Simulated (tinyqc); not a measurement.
# Resonant-tunnelling diode, transfer matrices and Tsu-Esaki current: effect of the Fermi energy

Emitter (band edge 0), barrier d1, well Lw, barrier d2, collector (edge -V). The bias drops linearly over these layers and none in the contacts; each layer is cut into ns equal slices, flat at the value of their centres. E is the energy of motion across the layers, C = hbar^2/(2 m0), psi and psi'/m are continuous. Transport is coherent, T(E) is taken as independent of the transverse momentum, and charge in the well is ignored.

For the pair (psi, psi'/m) a flat layer has M = [[cos kd, (m/k) sin kd], [-(k/m) sin kd, cos kd]] with k = sqrt(m (E - U)/C) above its edge U, and M = [[cosh Kd, (m/K) sinh Kd], [(K/m) sinh Kd, cosh Kd]] with K = sqrt(m (U - E)/C) below it. Later slices stand to the left. With M acting on (psi, psi'/m) and v = k/m in each lead, T(E) = 4 vL vR/[(vL vR M12 - M21)^2 + (vR M11 + vL M22)^2]. J = J0 times the integral over E > 0 of T(E) N(E), N = ln[(1 + exp((Ef - E)/Vt))/(1 + exp((Ef - V - E)/Vt))], J0 = q^2 mw m0 kB T/(2 pi^2 hbar^3) (times 1e-4 for A/cm^2 per eV). The integral is converged to the digits shown. Er is the first maximum of T(E) at this bias.

Inputs (values chosen for the exercise); masses and offsets close to those of InGaAs wells and InAlAs barriers:

| symbol | value | unit | meaning |
|---|---|---|---|
| T | 200 | K | temperature |
| mw | 0.04 | m0 | mass in the well, spacer and contacts |
| U1 | 0.53 | eV | barrier height |
| m1 | 0.073 | m0 | barrier mass |
| d1 | 2.3 | nm | emitter barrier |
| Lw | 4.9 | nm | well width |
| d2 | 2.3 | nm | collector barrier |
| ns | 2 |  | slices in each layer |
| V | 0.083 | V | bias of the collector |

Constants: q = 1.602176634e-19 C, kB = 1.380649e-23 J/K, hbar = 1.054571817e-34 J s, m0 = 9.1093837015e-31 kg, Vt = kB T/q, hbar^2/(2 m0) = 0.0380998212 eV nm^2. Results are converted to the units shown.

Result of one run:

| Ef (eV) | N at Er = 0.0890 eV | J (kA/cm^2) |
|---|---|---|
| 0.102 | 1.123 | 100.9 |

What becomes of these results when the Fermi energy of both contacts above their band edges Ef is changed from 0.102 to 0.122 eV, all else the same?

Result of the changed run:

| Ef (eV) | N at Er = 0.0890 eV | J (kA/cm^2) |
|---|---|---|
| 0.122 | 1.999 | 178.6 |

The whole series:

| Ef (eV) | N at Er = 0.0890 eV | J (kA/cm^2) |
|---|---|---|
| 0.022 | 0.02012 | 2.020 |
| 0.042 | 0.06283 | 6.155 |
| 0.062 | 0.1879 | 17.82 |
| 0.082 | 0.5052 | 46.35 |
| 0.102 | 1.123 | 100.9 |
| 0.122 | 1.999 | 178.6 |
| 0.142 | 2.959 | 265.5 |
| 0.162 | 3.805 | 344.5 |

J rises from 2.02 to 344 kA/cm^2, a factor of 171, while N at the resonance grows by 189. The two agree within 10 %, so the resonance carries the current.

Numbers from tinyqc (`OMP_NUM_THREADS=1 python tinyqc.py 2600017 2600018 out.jsonl`; about 0.04 s on one thread of a shared Intel Xeon 2.30GHz).
